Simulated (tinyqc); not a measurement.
Inside a calculation. Method: Pariser-Parr-Pople SCF with singles CI, for the molecule C=C1C=CC=CC=C1 (SMILES; centres numbered as the heavy atoms are written). Computed by tinyqc, a small Python program that keeps every step. Settings: charge = 0, gamma = Ohno, start = huckel, damping = 0, iteration cap = 67, excitations kept = 9. Command: `OMP_NUM_THREADS=1 python tinyqc.py 27954 27955 out.jsonl` (the two numbers bound the seeds that draw the settings). One thread of a shared host (Intel(R) Xeon(R) Processor @ 2.60GHz), about 0.01 s of CPU time with the checks. Later iterations appear only in the table of the cycle.

## PPP integrals

Centres (angstrom, eV; a flat drawing with bonds scaled to 1.40 angstrom):
```
centre          x          y  core charge z          W   gamma_rr
1C       2.637000   0.000000              1  10.210000  12.000000
2C       1.237000   0.000000              1  10.210000  12.000000
3C       0.629000   1.261000              1  10.210000  12.000000
4C      -0.736000   1.573000              1  10.210000  12.000000
5C      -1.830000   0.700000              1  10.210000  12.000000
6C      -1.830000  -0.700000              1  10.210000  12.000000
7C      -0.736000  -1.573000              1  10.210000  12.000000
8C       0.629000  -1.261000              1  10.210000  12.000000
```

Resonance integrals (eV):
```
i  j       beta
1  2  -2.460000
2  3  -2.460000
3  4  -2.460000
4  5  -2.460000
5  6  -2.460000
6  7  -2.460000
7  8  -2.460000
8  2  -2.460000
```

Ohno: gamma = 14.399645/sqrt(R^2 + a^2), a = 2 x 14.399645/(gamma_rr + gamma_ss); H_rr = -W_r - sum_(s != r) z_s gamma_rs; H_rs = beta for bonds.

repulsion gamma_rs (eV), order 1C, 2C, 3C, 4C, 5C, 6C, 7C, 8C:
```
[[12.000000, 7.809385, 5.418567, 3.682378, 3.078139, 3.078139, 3.682378, 5.418567],
 [7.809385, 12.000000, 7.809632, 5.153592, 4.276750, 4.276750, 5.153592, 7.809632],
 [5.418567, 7.809632, 12.000000, 7.808732, 5.155460, 4.277559, 4.277072, 5.155763],
 [3.682378, 5.153592, 7.808732, 12.000000, 7.810574, 5.154812, 4.276594, 4.277072],
 [3.078139, 4.276750, 5.155460, 7.810574, 12.000000, 7.809385, 5.154812, 4.277559],
 [3.078139, 4.276750, 4.277559, 5.154812, 7.809385, 12.000000, 7.810574, 5.155460],
 [3.682378, 5.153592, 4.277072, 4.276594, 5.154812, 7.810574, 12.000000, 7.808732],
 [5.418567, 7.809632, 5.155763, 4.277072, 4.277559, 5.155460, 7.808732, 12.000000]]
```

core matrix H (eV), order 1C, 2C, 3C, 4C, 5C, 6C, 7C, 8C:
```
[[-42.377553, -2.460000, 0.000000, 0.000000, 0.000000, 0.000000, 0.000000, 0.000000],
 [-2.460000, -52.499335, -2.460000, 0.000000, 0.000000, 0.000000, 0.000000, -2.460000],
 [0.000000, -2.460000, -50.112786, -2.460000, 0.000000, 0.000000, 0.000000, 0.000000],
 [0.000000, 0.000000, -2.460000, -48.373754, -2.460000, 0.000000, 0.000000, 0.000000],
 [0.000000, 0.000000, 0.000000, -2.460000, -47.772680, -2.460000, 0.000000, 0.000000],
 [0.000000, 0.000000, 0.000000, 0.000000, -2.460000, -47.772680, -2.460000, 0.000000],
 [0.000000, 0.000000, 0.000000, 0.000000, 0.000000, -2.460000, -48.373754, -2.460000],
 [0.000000, -2.460000, 0.000000, 0.000000, 0.000000, 0.000000, -2.460000, -50.112786]]
```

## Starting guess

pi electrons, sum of z_r less the charge = 8

Orbitals of the Hueckel matrix of the beta values.

P at the start, order 1C, 2C, 3C, 4C, 5C, 6C, 7C, 8C:
```
[[1.310592, 0.756379, -0.167157, -0.306399, 0.209500, 0.209500, -0.306399, -0.167157],
 [0.756379, 0.976279, 0.449980, 0.042344, -0.096898, -0.096898, 0.042344, 0.449980],
 [-0.167157, 0.449980, 0.942181, 0.765300, 0.061815, -0.325870, -0.105819, 0.243598],
 [-0.306399, 0.042344, 0.765300, 0.961652, 0.536328, 0.052894, -0.124616, -0.105819],
 [0.209500, -0.096898, 0.061815, 0.536328, 0.952731, 0.737583, 0.052894, -0.325870],
 [0.209500, -0.096898, -0.325870, 0.052894, 0.737583, 0.952731, 0.536328, 0.061815],
 [-0.306399, 0.042344, -0.105819, -0.124616, 0.052894, 0.536328, 0.961652, 0.765300],
 [-0.167157, 0.449980, 0.243598, -0.105819, -0.325870, 0.061815, 0.765300, 0.942181]]
```

## Iteration 1: Fock matrix

F_rr = H_rr + P_rr gamma_rr / 2 + sum_(s != r) P_ss gamma_rs; F_rs = H_rs - P_rs gamma_rs / 2; E = tr P (H + F) / 2 + core repulsion sum_(r<s) z_r z_s gamma_rs.

F (eV), order 1C, 2C, 3C, 4C, 5C, 6C, 7C, 8C:
```
[[-3.731709, -5.413426, 0.452875, 0.564138, -0.322436, -0.322436, 0.564138, 0.452875],
 [-5.413426, -3.629454, -4.217089, -0.109111, 0.207205, 0.207205, -0.109111, -4.217089],
 [0.452875, -4.217089, -4.266655, -5.448010, -0.159342, 0.696964, 0.226299, -0.627966],
 [0.564138, -0.109111, -5.448010, -4.894262, -4.554516, -0.136328, 0.266465, 0.226299],
 [-0.322436, 0.207205, -0.159342, -4.554516, -5.050757, -5.340033, -0.136328, 0.696964],
 [-0.322436, 0.207205, 0.696964, -0.136328, -5.340033, -5.050757, -4.554516, -0.159342],
 [0.564138, -0.109111, 0.226299, 0.266465, -0.136328, -4.554516, -4.894262, -5.448010],
 [0.452875, -4.217089, -0.627966, 0.226299, 0.696964, -0.159342, -5.448010, -4.266655]]
```

pi energy = -96.293121 eV

## Iteration 1: orbitals and new P

Diagonalise F (the basis is taken as orthonormal) and form P = 2 sum c c over the lowest orbitals.

orbital energies (eV): [-14.176438, -11.634192, -11.457910, -7.060697, -0.674524, 0.541077, 3.622294, 5.055879]

P after iteration 1, order 1C, 2C, 3C, 4C, 5C, 6C, 7C, 8C:
```
[[1.157458, 0.825100, -0.122707, -0.310594, 0.188898, 0.188898, -0.310594, -0.122707],
 [0.825100, 1.000413, 0.394061, 0.015104, -0.063973, -0.063973, 0.015104, 0.394061],
 [-0.122707, 0.394061, 0.925391, 0.801222, 0.041819, -0.332837, -0.065121, 0.255667],
 [-0.310594, 0.015104, 0.801222, 1.009675, 0.494561, 0.009912, -0.111011, -0.065121],
 [0.188898, -0.063973, 0.041819, 0.494561, 0.985998, 0.776409, 0.009912, -0.332837],
 [0.188898, -0.063973, -0.332837, 0.009912, 0.776409, 0.985998, 0.494561, 0.041819],
 [-0.310594, 0.015104, -0.065121, -0.111011, 0.009912, 0.494561, 1.009675, 0.801222],
 [-0.122707, 0.394061, 0.255667, -0.065121, -0.332837, 0.041819, 0.801222, 0.925391]]
```

## Iteration 2: Fock matrix

As before.

F (eV), order 1C, 2C, 3C, 4C, 5C, 6C, 7C, 8C:
```
[[-4.085517, -5.681763, 0.332449, 0.571862, -0.290727, -0.290727, 0.571862, 0.332449],
 [-5.681763, -4.163249, -3.998735, -0.038919, 0.136799, 0.136799, -0.038919, -3.998735],
 [0.332449, -3.998735, -4.201044, -5.588263, -0.107797, 0.711866, 0.139264, -0.659080],
 [0.571862, -0.038919, -5.588263, -4.611871, -4.391403, -0.025548, 0.237375, 0.139264],
 [-0.290727, 0.136799, -0.107797, -4.391403, -4.495257, -5.491637, -0.025548, 0.711866],
 [-0.290727, 0.136799, 0.711866, -0.025548, -5.491637, -4.495257, -4.391403, -0.107797],
 [0.571862, -0.038919, 0.139264, 0.237375, -0.025548, -4.391403, -4.611871, -5.588263],
 [0.332449, -3.998735, -0.659080, 0.139264, 0.711866, -0.107797, -5.588263, -4.201044]]
```

pi energy = -96.588000 eV

## Iteration 2: orbitals and new P

As before.

orbital energies (eV): [-13.906700, -11.602160, -11.188966, -7.405817, -0.309398, 0.639968, 4.103535, 4.804430]

P after iteration 2, order 1C, 2C, 3C, 4C, 5C, 6C, 7C, 8C:
```
[[1.124330, 0.847168, -0.116491, -0.297999, 0.176211, 0.176211, -0.297999, -0.116491],
 [0.847168, 1.011469, 0.370739, 0.013309, -0.058842, -0.058842, 0.013309, 0.370739],
 [-0.116491, 0.370739, 0.940119, 0.821381, 0.034457, -0.328600, -0.060603, 0.240607],
 [-0.297999, 0.013309, 0.821381, 1.006991, 0.470562, 0.012799, -0.105064, -0.060603],
 [0.176211, -0.058842, 0.034457, 0.470562, 0.984990, 0.796558, 0.012799, -0.328600],
 [0.176211, -0.058842, -0.328600, 0.012799, 0.796558, 0.984990, 0.470562, 0.034457],
 [-0.297999, 0.013309, -0.060603, -0.105064, 0.012799, 0.470562, 1.006991, 0.821381],
 [-0.116491, 0.370739, 0.240607, -0.060603, -0.328600, 0.034457, 0.821381, 0.940119]]
```

## Convergence

Stop when output and input P, before any damping, agree to 1e-7.

Course of the cycle:
```
iteration        E (eV)  largest |P(out) - P(in)|
1          -96.29312127                  1.53e-01
2          -96.58799999                  3.31e-02
3          -96.63977899                  1.53e-02
4          -96.65592454                  9.72e-03
5          -96.66152765                  6.11e-03
6          -96.66356329                  3.82e-03
7          -96.66431932                  2.38e-03
8          -96.66460316                  1.48e-03
9          -96.66471029                  9.15e-04
10         -96.66475082                  5.66e-04
11         -96.66476617                  3.50e-04
...                 ...                       ...
18         -96.66477554                  1.18e-05
19         -96.66477554                  7.28e-06
20         -96.66477554                  4.49e-06
21         -96.66477555                  2.76e-06
22         -96.66477555                  1.70e-06
23         -96.66477555                  1.05e-06
24         -96.66477555                  6.45e-07
25         -96.66477555                  3.97e-07
26         -96.66477555                  2.45e-07
27         -96.66477555                  1.51e-07
28         -96.66477555                  9.28e-08
```

Converged in 28 iterations.

## Converged orbitals

Charges are z - P_rr.

orbital energies (eV): [-13.797815, -11.552160, -11.106374, -7.545136, -0.111228, 0.734492, 4.186057, 4.821989]

coefficients, order 1C, 2C, 3C, 4C, 5C, 6C, 7C, 8C:
```
[[0.205089, 0.384648, 0.000000, 0.599342, 0.000000, 0.554131, 0.000000, -0.379095],
 [0.411505, 0.523072, 0.000000, 0.247797, 0.000000, -0.376361, 0.000000, 0.594986],
 [0.370182, 0.200011, 0.432860, -0.337537, 0.494780, -0.193995, 0.260432, -0.413999],
 [0.364394, -0.143951, 0.522359, -0.273407, -0.240371, 0.445715, -0.411537, 0.270336],
 [0.352822, -0.478011, 0.199432, 0.317821, -0.444313, -0.198367, 0.512653, -0.081627],
 [0.352822, -0.478011, -0.199432, 0.317821, 0.444313, -0.198367, -0.512653, -0.081627],
 [0.364394, -0.143951, -0.522359, -0.273407, 0.240371, 0.445715, 0.411537, 0.270336],
 [0.370182, 0.200011, -0.432860, -0.337537, -0.494780, -0.193995, -0.260432, -0.413999]]
```

pi charges: [-0.098452, -0.008689, 0.043324, -0.002232, 0.012478, 0.012478, -0.002232, 0.043324]

## Singles CI, singlets

Over the 9 single excitations with the smallest orbital gaps: A = (e_a - e_i) delta + 2 (ia|jb) - (ij|ab), with (pq|rs) = sum c_mp c_mq gamma_mn c_nr c_ns. f = 2/3 w |mu|^2 in atomic units, mu = sqrt2 sum c_ia sum_m c_mi c_ma R_m.

singlet CI matrix (eV), order 4>5, 4>6, 3>5, 2>5, 4>7, 3>6, 2>6, 4>8, 1>5:
```
[[2.492175, 0.000000, 0.000000, -0.211617, -0.447224, -0.535315, 0.000000, 0.000000, 0.018363],
 [0.000000, 4.688052, 0.761774, 0.000000, 0.000000, 0.000000, 0.018953, 0.155895, 0.000000],
 [0.000000, 0.761774, 6.300922, 0.000000, 0.000000, 0.000000, -0.687614, 0.288578, 0.000000],
 [-0.211617, 0.000000, 0.000000, 6.602889, 0.115176, 0.625110, 0.000000, 0.000000, 0.012230],
 [-0.447224, 0.000000, 0.000000, 0.115176, 7.219618, 0.072822, 0.000000, 0.000000, -0.350016],
 [-0.535315, 0.000000, 0.000000, 0.625110, 0.072822, 6.966081, 0.000000, 0.000000, 0.090924],
 [0.000000, 0.018953, -0.687614, 0.000000, 0.000000, 0.000000, 7.401488, -0.074053, 0.000000],
 [0.000000, 0.155895, 0.288578, 0.000000, 0.000000, 0.000000, -0.074053, 7.210716, 0.000000],
 [0.018363, 0.000000, 0.000000, 0.012230, -0.350016, 0.090924, 0.000000, 0.000000, 8.372803]]
```

singlet excitation energies (eV): [2.385753, 4.358904, 6.138032, 6.198719, 7.072507, 7.197327, 7.581227, 7.846228, 8.476046]

oscillator strengths: [0.038633, 0.540662, 0.058238, 1.304644, 0.000091, 0.008255, 1.042534, 0.356141, 0.021715]

## Singles CI, triplets

Over the 9 single excitations with the smallest orbital gaps: A = (e_a - e_i) delta - (ij|ab), with (pq|rs) = sum c_mp c_mq gamma_mn c_nr c_ns.

triplet CI matrix (eV), order 4>5, 4>6, 3>5, 2>5, 4>7, 3>6, 2>6, 4>8, 1>5:
```
[[1.602545, 0.000000, 0.000000, 0.740347, -0.237849, -0.546312, 0.000000, 0.000000, 0.262805],
 [0.000000, 1.986763, -0.546312, 0.000000, 0.000000, 0.000000, -0.550868, 0.556787, 0.000000],
 [0.000000, -0.546312, 4.382814, 0.000000, 0.000000, 0.000000, 0.025758, -0.764495, 0.000000],
 [0.740347, 0.000000, 0.000000, 5.141170, -0.766136, 0.025758, 0.000000, 0.000000, 0.373769],
 [-0.237849, 0.000000, 0.000000, -0.766136, 6.162506, -0.727791, 0.000000, 0.000000, 0.609275],
 [-0.546312, 0.000000, 0.000000, 0.025758, -0.727791, 5.796890, 0.000000, 0.000000, 0.661864],
 [0.000000, -0.550868, 0.025758, 0.000000, 0.000000, 0.000000, 6.180333, 1.008250, 0.000000],
 [0.000000, 0.556787, -0.764495, 0.000000, 0.000000, 0.000000, 1.008250, 5.850158, 0.000000],
 [0.262805, 0.000000, 0.000000, 0.373769, 0.609275, 0.661864, 0.000000, 0.000000, 7.168626]]
```

triplet excitation energies (eV): [1.365252, 1.732385, 3.964285, 4.358403, 5.577266, 5.649476, 6.961702, 7.126132, 7.536905]
